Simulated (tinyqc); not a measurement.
From results back to parameters: Tamm state at the end of a one-band chain. Three cases, with inputs chosen for the exercise.

Problem. The end state of a chain with hopping -t and end-site shift D has E = D + t^2/D and weight 1 - (t/D)^2 on the end site. The values below come from hidden t and D.

Case 1.

E = -4.157781 eV
weight = 0.888294

Case 2.

E = 3.395735 eV
weight = 0.782891

Case 3.

E = -1.396863 eV
weight = 0.630527

Find: D, t.

Solution. With (t/D)^2 = 1 - w, E = D (2 - w), which gives D, and t = |D| sqrt(1 - w).

Case 1.

D, t (eV): -3.740  1.250

Case 2.

D, t (eV): 2.790  1.300

Case 3.

D, t (eV): -1.020  0.620

Computed by tinyqc, one run a case: `OMP_NUM_THREADS=1 python tinyqc.py N N+1 out.jsonl` with N = 1451483, 1451733, 1451763; one thread of a shared Intel(R) Xeon(R) Processor @ 2.30GHz, about 0.01 s a run at most.
